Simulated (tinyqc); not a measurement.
The size of the error: propagation of a band-gap error through k.p and effective-mass formulas.

Chain, for a gap E (the reference Eg or another value), with Ep and Dso kept: 1/me = 1 + Ep (E + 2 Dso/3)/(E (E + Dso)); g* = 2 - 2 Ep Dso/(3 E (E + Dso)); g1(E) = g1 + (Ep/3)(1/E - 1/Eg), g2(E) = g2 + (Ep/6)(1/E - 1/Eg), light hole 1/(g1 + 2 g2), heavy hole 1/(g1 - 2 g2) along [100]; optical constant ei(E) = 1 + (ei - 1)(EP/(EP + E - Eg))^2, static e0(E) = ei(E) + e0 - ei.

Donor: R = Ry me/e0^2, a_B = a0 e0/me, Mott density (0.26/a_B)^3. Nc, Nv = 2 (m kT/(4 pi c))^(3/2), c = hbar^2/2m0, ni = sqrt(Nc Nv) exp(-E/2kT). Exciton: Ry mu/e0^2 with 1/mu = 1/me + g1(E). 1 angstrom^-3 = 1e24 cm^-3.

Constants: Ry = 13.60569312 eV; a0 (Bohr radius) = 0.5291772105 angstrom; kB = 8.617333262e-05 eV/K; hbar^2/2m0 = 3.80998211 eV angstrom^2.

Inputs chosen for the exercise (reference values near those of GaSb, gap at low temperature; shifted at random, so the results belong to these values and not to a real crystal):

| symbol | value | unit | meaning |
|---|---|---|---|
| Eg | 0.796 | eV | gap at Gamma to the s-like level |
| Dso | 0.748 | eV | spin-orbit splitting |
| Ep | 26.6 | eV | Kane energy |
| g1 | 13.44 |  | Luttinger gamma1 |
| g2 | 4.69 |  | gamma2 |
| e0 | 15.66 |  | static dielectric constant |
| ei | 14.54 |  | optical dielectric constant |
| EP | 3.95 | eV | mean (Penn) gap |
| mh | 0.59 | m0 | density-of-states mass of the holes |
| T | 300 | K | temperature |

E = f Eg; ratios against f = 1.

Results:

| f | E (eV) | me ratio | light-hole ratio | e0 ratio | donor ratio | Mott ratio | g* | log10 ni ratio |
|---|---|---|---|---|---|---|---|---|
| 0.25 | 0.199 | 0.292 | 0.255 | 1.335 | 0.164 | 0.0104 | -68.386 | 4.61 |
| 0.40 | 0.318 | 0.446 | 0.406 | 1.254 | 0.284 | 0.0451 | -37.066 | 3.75 |
| 0.60 | 0.478 | 0.640 | 0.606 | 1.158 | 0.477 | 0.168 | -20.661 | 2.53 |
| 0.80 | 0.637 | 0.823 | 0.804 | 1.074 | 0.714 | 0.450 | -13.042 | 1.27 |
| 1.00 | 0.796 | 1.000 | 1.000 | 1.000 | 1.000 | 1.00 | -8.793 | 0.00 |
| 1.20 | 0.955 | 1.172 | 1.194 | 0.934 | 1.342 | 1.97 | -6.153 | -1.29 |
| 1.50 | 1.194 | 1.421 | 1.482 | 0.849 | 1.972 | 4.69 | -3.721 | -3.23 |
| 2.00 | 1.592 | 1.822 | 1.954 | 0.734 | 3.379 | 15.3 | -1.561 | -6.49 |

Between f = 0.8 and 1.2 the mean powers d ln(ratio)/d ln f are 0.87 for me, 0.98 for the light hole, -0.34 for e0, 1.56 for the donor energy and 3.64 for the Mott density; ni moves by -0.80 decades per 0.1 eV, against -0.1 eV/(2 kT ln 10) = -0.84 from the exponential alone, the rest coming from Nc through me^(3/4). Rows with E below about 8 kT bring ni near Nc, beyond Boltzmann statistics. g* keeps its sign, from -68.39 to -1.56.

Run: tinyqc, `OMP_NUM_THREADS=1 python tinyqc.py 1880138 1880139 out.jsonl`; Intel(R) Xeon(R) Processor @ 2.30GHz, one thread, shared host; about 0.01 s of CPU time with all checks.
